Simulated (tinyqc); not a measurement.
Lattice against boundary over temperature: grain-boundary diffusion: Harrison regimes, Fisher and Le Claire analysis, Hart average. Computed by tinyqc, a small Python program. Command: `OMP_NUM_THREADS=1 python tinyqc.py 3015933 3015934 out.jsonl gbdiff walk`. One thread of a shared host (Intel(R) Xeon(R) Processor @ 2.30GHz), about 0.01 s of CPU time with the checks.

A boundary is a slab of width delta with diffusivity D_b, normal to a surface held at constant concentration; it leaks into grains of diffusivity D.

Inputs (values chosen for the exercise, for a model polycrystal):
```
quantity                          value   unit
melting point T_m                  1390      K
lattice prefactor D0              1e-05  m^2/s
lattice activation energy E        2.09     eV
boundary prefactor D0b          1.5e-05  m^2/s
boundary activation energy E_b     1.12     eV
boundary width delta               0.67     nm
segregation factor s                  1      -
grain size d                        3.7     um
temperature T                       732      K
time t                            24000      s
```

Constants: k_B = 8.617333262e-05 eV/K.

Method:
- D = D0 exp(-E/(k_B T)), D_b = D0b exp(-E_b/(k_B T)).
- Triple product P = s delta D_b.
- Hart average for parallel slabs: f = delta/d, D_eff = (s f D_b + (1 - f) D)/(1 - f + s f); share of the boundaries = s f D_b/(s f D_b + (1 - f) D); depth sqrt(D_eff t).
- l = sqrt(D t); P = s delta D_b; alpha = s delta/(2 l); beta = P/(2 D l). Regime A if l > 3 d, C if alpha > 1, B if alpha < 0.1, l < d/4 and beta > 10, otherwise a transition.
- D_eff = (s f D_b + (1 - f) D)/(1 - f + s f), f = delta/d; share of the boundaries = s f D_b/(s f D_b + (1 - f) D).

boundary fraction f = 1.81081e-04

Diffusivities (m^2/s):
```
T/T_m  T (K)           D         D_b       D_eff    share      regime
0.3      417  5.5040e-31  4.3651e-19  7.9044e-23  1.00000           C
0.4      556  1.1363e-24  1.0569e-15  1.9138e-19  0.99999           C
0.5      695  6.9889e-21  1.1335e-13  2.0533e-17  0.99966           B
0.6      834  2.3461e-18  2.5588e-12  4.6570e-16  0.99496           B
0.7      973  1.4948e-16  2.3709e-11  4.4426e-15  0.96636  transition
0.8     1112  3.3710e-15  1.2591e-10  2.6170e-14  0.87121  transition
0.9     1251  3.8039e-14  4.6138e-10  1.2158e-13  0.68718           A
1.0     1390  2.6437e-13  1.3040e-09  5.0044e-13  0.47183           A
```

What follows from these numbers?

The apparent activation energy of D_eff is 1.12 eV between the first rows and 1.53 eV between the last, against E_b = 1.12 and E = 2.09 eV. Among these rows boundaries carry most of the flux up to T/T_m = 0.9, the lattice above. Caution: outside regime A (which needs sqrt(D t) above about 3 d) the Hart average and its depth are formal: they describe a profile only in regime A or at steady state. Caution: outside regime A, D_eff and the share of the boundaries hold only at steady state.
